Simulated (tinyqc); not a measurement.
One-sided p+-n junction, ionisation integral and breakdown: one step of the calculation.

A p+ layer at x < 0 and an n drift layer from x = 0. Depletion approximation, built-in voltage neglected. Local ionisation coefficients alpha_n = an exp(-(bn/E)^mx), alpha_p = ap exp(-(bp/E)^mx). Electrons move towards +x, holes towards x = 0.

Question. Field and ionisation coefficients on a grid. W = sqrt(2 eps0 eps_r V/(q N)), peak field E0 = q N W/(eps0 eps_r), falling linearly to 0 at W. Grid: 12 equal steps from 0 to fr W.

Inputs (values chosen for the exercise); material values close to those of silicon:

| symbol | value | unit | meaning |
|---|---|---|---|
| eps_r | 11.9 |  | relative permittivity |
| an | 6.85e5 | 1/cm | prefactor of the electron ionisation coefficient |
| bn | 1.28e6 | V/cm | field constant for electrons |
| ap | 1.54e6 | 1/cm | prefactor of the hole ionisation coefficient |
| bp | 1.93e6 | V/cm | field constant for holes |
| mx | 1 |  | exponent |
| N | 3.6e15 | cm^-3 | donor density of the drift layer |
| V | 92.4 | V | reverse voltage |
| fr | 0.4 |  | share of the depleted width that the grid covers |

Constants: q = 1.602176634e-19 C, eps0 = 8.8541878128e-14 F/cm where lengths are in cm. Results are converted to the units shown.

Give: W; x; E; alpha_n; alpha_p.

Answer.

W = 5.810 um

```
point	x (um)	E (kV/cm)	alpha_n (1/cm)	alpha_p (1/cm)
0	0.000	318.1	1.224e4	3566
1	0.194	307.5	1.066e4	2893
2	0.387	296.9	9185	2312
3	0.581	286.3	7829	1817
4	0.775	275.7	6592	1402
5	0.968	265.1	5475	1060
6	1.162	254.4	4477	782.3
7	1.356	243.8	3597	562.5
8	1.549	233.2	2834	392.6
9	1.743	222.6	2182	264.7
10	1.937	212.0	1637	171.6
11	2.130	201.4	1191	106.3
12	2.324	190.8	837.0	62.42
```

Computed by the program tinyqc: `OMP_NUM_THREADS=1 python tinyqc.py 2120055 2120056 out.jsonl`, one thread of a shared Intel Xeon 2.30GHz, about 0.04 s for the whole run.
